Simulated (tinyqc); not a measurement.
From results back to parameters: shallow acceptor in the spherical four-band model. Four cases, with inputs chosen for the exercise.

Problem. The binding energy of the ground state was computed from a hidden mu.

The ground state 1S3/2 has an L = 0 part f(r) and an L = 2 part g(r). In units of Ry* and a*, with Gaussians f_i = exp(-a_i r^2), g_i = r^2 exp(-a_i r^2), A = a_i + a_j and I(n) = Gamma((n + 1)/2)/(2 A^((n + 1)/2)): S_ff = I(2), S_gg = I(6), H_ff = (6 a_i a_j/A) I(2) - 2 I(1), H_gg = (14 a_i a_j/A) I(6) - 2 I(5), H_fg = -mu [15 I(2) - 20 a_j I(4) + 4 a_j^2 I(6)]; each function is then normalised. The split-off band is left out.

Converged values use 22 exponents 2.2^i, i = -7 to 14, for f and for g.

Case 1.

Ry* = 4.116 meV
binding energy = 11.455 meV

Case 2.

Ry* = 11.914 meV
binding energy = 24.963 meV

Case 3.

Ry* = 4.258 meV
binding energy = 10.057 meV

Case 4.

Ry* = 23.904 meV
binding energy = 30.166 meV

Find: binding in Ry*; mu; heavy/light mass ratio (1 + mu)/(1 - mu).

Solution. The binding in Ry* rises steadily with mu, so bisection finds one value.

Case 1.

binding in Ry* = 2.783
mu = 0.817
heavy/light mass ratio (1 + mu)/(1 - mu) = 9.9

Case 2.

binding in Ry* = 2.095
mu = 0.743
heavy/light mass ratio (1 + mu)/(1 - mu) = 6.8

Case 3.

binding in Ry* = 2.362
mu = 0.778
heavy/light mass ratio (1 + mu)/(1 - mu) = 8.0

Case 4.

binding in Ry* = 1.262
mu = 0.476
heavy/light mass ratio (1 + mu)/(1 - mu) = 2.8

Computed by tinyqc, one run a case: `OMP_NUM_THREADS=1 python tinyqc.py N N+1 out.jsonl` with N = 1252640, 1252662, 1252719, 1252744; one thread of a shared Intel(R) Xeon(R) Processor @ 2.30GHz, about 0.05 s a run at most.
